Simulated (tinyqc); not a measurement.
# Changing the C44

Model: anisotropic elasticity and sound waves of a cubic crystal. Computed by tinyqc, a small Python program. Command: `OMP_NUM_THREADS=1 python tinyqc.py 3031001 3031002 out.jsonl cubicelastic sweep`. One thread of a shared host (Intel(R) Xeon(R) Processor @ 2.30GHz), about 0.01 s of CPU time with the checks.

Voigt order 1..6 = xx, yy, zz, yz, xz, xy, with engineering shear strains. The rotated frame has x' as named, z' along the wafer normal and y' = z' x x'.

Inputs (values chosen for the exercise, for a model crystal):
```
quantity                                value   unit
C11                                       192    GPa
C12                                       119    GPa
expansion coefficient of the film         9.4  ppm/K
expansion coefficient of the substrate    4.2  ppm/K
cooling Delta T                           500      K
```

Frame: (110) wafer, x' along [001].

direction cosines a (rows x', y', z' in the cube axes):
```
           x          y         z
x'  0.000000   0.000000  1.000000
y'  0.707107  -0.707107  0.000000
z'  0.707107   0.707107  0.000000
```

Method:
- S11 = (C11 + C12)/D, S12 = -C12/D, D = (C11 - C12)(C11 + 2 C12), S44 = 1/C44. Zener ratio A = 2 C44/(C11 - C12); S0 = S11 - S12 - S44/2; H = 2 C44 + C12 - C11.
- C'_ijkl = C12 delta_ij delta_kl + C44 (delta_ik delta_jl + delta_il delta_jk) - H sum_m a_im a_jm a_km a_lm.
- Invert C' to S'. E along x' = 1/S'11, along y' = 1/S'22; Poisson ratios nu(x'y') = -S'12/S'11 and nu(x'z') = -S'13/S'11; in-plane shear modulus 1/S'66.
- On cooling, a thick substrate imposes eps_1 = eps_2 = (alpha_film - alpha_substrate) Delta T and eps_6 = 0; the free surface sets sigma_3 = sigma_4 = sigma_5 = 0, which fixes eps_3, eps_4, eps_5. Biaxial modulus M = (sigma_1 + sigma_2)/(2 eps); energy density M eps^2. Elastic response and constant coefficients are assumed.

One run for each value:
```
C44 (GPa)  Zener ratio A  E along x' (GPa)  E along y' (GPa)  biaxial modulus M (GPa)  nu(x'y')  nu(x'z')
10.9              0.2986            100.93             38.47                    89.41   0.38264   0.38264
15.3              0.4192            100.93             51.55                   103.72   0.38264   0.38264
21.4              0.5863            100.93             67.84                   122.39   0.38264   0.38264
30.0              0.8219            100.93             87.78                   146.62   0.38264   0.38264
41.9              1.1479            100.93            110.80                   176.66   0.38264   0.38264
58.7              1.6082            100.93            136.66                   213.39   0.38264   0.38264
82.1              2.2493            100.93            163.84                   255.90   0.38264   0.38264
115.0             3.1507            100.93            191.12                   303.23   0.38264   0.38264
161.0             4.4110            100.93            216.87                   352.90   0.38264   0.38264
```

Over the rows, Zener ratio A rises from 0.299 to 4.41 (exponent d ln y / d ln x about 1.00 throughout); E along x' (GPa) does not change; E along y' (GPa) rises from 38.5 to 217 (exponent d ln y / d ln x 0.86 between the first rows and 0.38 between the last); biaxial modulus M (GPa) rises from 89.4 to 353 (exponent d ln y / d ln x between 0.44 and 0.56). The exponent of E along x' stays at 0: a pull along a cube axis causes no C44 shear. The crystal is isotropic at C44 = (C11 - C12)/2 = 36.5 GPa.

Caution (all rows): the thermal stress of this film exceeds 200 MPa, which can relax by slip, cracking or buckling in a real film.

Extremes, crossings and ranges named in words are read from the listed rows.
